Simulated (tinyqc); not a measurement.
What each parameter does: nanosheet or nanowire with hard walls, valleys of the Ge type.

Four ellipsoidal valleys along <111>: inverse mass tensor w = 1/mt + (1/ml - 1/mt) a a^T with a the unit axis. Device axes: x along the channel, z = [001], y = z x x. The Gamma and Delta valleys are left out; the heavy Delta valleys, about 0.18 eV up, lie lowest once the L levels pass about 0.2 eV.

Hard walls around a W x H rectangle. The block w_c of w in (y, z) confines; the transport mass follows from 1/m_x = w_xx - w_xc w_c^-1 w_cx. The cross-section problem c (w_yy ky^2 + 2 w_yz ky kz + w_zz kz^2), c = hbar^2/2m0, is solved in products sin(n pi y/W) sin(l pi z/H), n, l = 1 to 12; if w_yz = 0 the levels are c pi^2 (w_yy n^2/W^2 + w_zz l^2/H^2). The w_yz term couples (n, l) to (n', l') by -2 c w_yz D_nn'(W) D_ll'(H) with D_nm(L) = 4 n m/(L (n^2 - m^2)) for n + m odd and 0 otherwise.

Without degeneracy the line density is N1 exp((EF - Ec)/kB T) with N1 = sum 2 g sqrt(m_x kB T/(4 pi c)) exp(-E/kB T), here over n, l up to 80 where w_yz = 0 and over all levels of a 12 x 12 sine basis otherwise; the classical value is W H Nc with Nc = 2 g_all (m_dos kB T/(4 pi c))^(3/2), m_dos = (ml mt^2)^(1/3); dVt = kB T ln(W H Nc/N1).

Constants: hbar^2/2m0 = 3.80998211 eV angstrom^2; kB = 8.617333262e-05 eV/K.

Parameters, chosen for this exercise (near those of Ge; shifted at random, so the results belong to these values and not to a real crystal):
```
symbol   value  unit      meaning
ml       1.562  m0        longitudinal mass
mt       0.08   m0        transverse mass
T        300    K         temperature
g_all    4                number of valleys
channel  100              transport direction x on a (001) wafer
W        110    angstrom  width, along y
H        74     angstrom  height, along z = [001]
```

E1 and E2 are the two lowest subband edges over all groups.

One parameter was then changed.

Results before and after:
```
case,E1 (eV),E2 - E1 (meV),m_x of lowest (m0),dVt (mV)
base,0.0819,67.1,0.574,65.9
changed,0.0712,66.5,0.574,57.8
```

Which of these changes was made? (a) W = 125 angstrom; (b) H = 82 angstrom; (c) T = 270 K; (d) ml = 1.718 m0; (e) mt = 0.088 m0.

Answer: (b) H = 82 angstrom. Of the candidates, run in turn, only this one gives the changed row.

All candidates:
```
case,E1 (eV),E2 - E1 (meV),m_x of lowest (m0),dVt (mV)
base,0.0819,67.1,0.574,65.9
W = 125 angstrom,0.0765,52.1,0.574,62.3
H = 82 angstrom,0.0712,66.5,0.574,57.8
T = 270 K,0.0819,67.1,0.574,65.5
ml = 1.718 m0,0.0817,66.8,0.626,65.8
mt = 0.088 m0,0.0747,61.3,0.579,60.6
```

Run: tinyqc, `OMP_NUM_THREADS=1 python tinyqc.py 1251311 1251312 out.jsonl`; Intel(R) Xeon(R) Processor @ 2.30GHz, one thread, shared host; about 0.3 s of CPU time with all checks.
